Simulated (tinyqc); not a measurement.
# Capacitances against the distance to each plane

Endless row of lines of width wl, height tl and space sl between grounded planes at distance hd; e2 fills the gaps beside the lines, e1 the rest. Laplace's equation is solved on meshes of 3, 6 and 12 steps per unit u and extrapolated (Aitken), which is good to about 0.2 %. C_even (all lines at 1 V) is the capacitance Cg to the planes; C_odd (neighbours in antiphase) = Cg + 4 Cc if only nearest neighbours couple, which defines Cc; total with quiet neighbours Cg + 2 Cc. Plate values 2 eps0 e1 wl/hd and eps0 e2 tl/sl.

Inputs (values chosen for the exercise): relative permittivity above and below the lines e1 = 2.4; relative permittivity between the lines e2 = 2.7; line width, in units u wl = 4 u; line height tl = 6 u; space between lines sl = 4 u.

Constants: eps0 = 8.8541878128e-12 F/m. Results are converted to the units shown.

The same in every row: plate Cc (aF/um) = 35.9.

Result of one run:
```
hd (u)	Cg (aF/um)	Cc (aF/um)	Cg + 2 Cc (aF/um)	C_odd (aF/um)	plate Cg (aF/um)	share of coupling, 2 Cc/(Cg + 2 Cc) (%)
4	78.8	40.4	160	240	42.5	50.6
```

What becomes of these results when the distance to each plane hd is changed from 4 to 3 u, all else the same?

Result of the changed run:
```
hd (u)	Cg (aF/um)	Cc (aF/um)	Cg + 2 Cc (aF/um)	C_odd (aF/um)	plate Cg (aF/um)	share of coupling, 2 Cc/(Cg + 2 Cc) (%)
3	103	36.9	176	250	56.7	41.8
```

The whole series:
```
hd (u)	Cg (aF/um)	Cc (aF/um)	Cg + 2 Cc (aF/um)	C_odd (aF/um)	plate Cg (aF/um)	share of coupling, 2 Cc/(Cg + 2 Cc) (%)
2	147	32.2	212	276	85.0	30.4
3	103	36.9	176	250	56.7	41.8
4	78.8	40.4	160	240	42.5	50.6
5	64.0	43.0	150	236	34.0	57.4
6	53.9	45.1	144	234	28.3	62.6
8	40.9	48.1	137	233	21.3	70.1
10	33.0	50.0	133	233	17.0	75.2
```

As hd goes from 2 to 10, Cg falls from 147 to 33.0 aF/um, Cc rises from 32.2 to 50.0 aF/um and the share of coupling rises from 30.4 to 75.2 %. Cg is 1.74 times its plate value in the first row and 1.94 times in the last; for Cc the ratios are 0.898 and 1.39. Neighbours in antiphase raise the load by a factor of 1.30 and 1.75 over quiet ones. For hd = 8, 10 the planes are farther than 0.8 of the pitch, so second neighbours couple too and Cg + 2 Cc understates the quiet load by a per cent or more.

Numbers from tinyqc (`OMP_NUM_THREADS=1 python tinyqc.py 2790139 2790140 out.jsonl`; about 0.5 s on one thread of a shared Intel Xeon 2.30GHz).
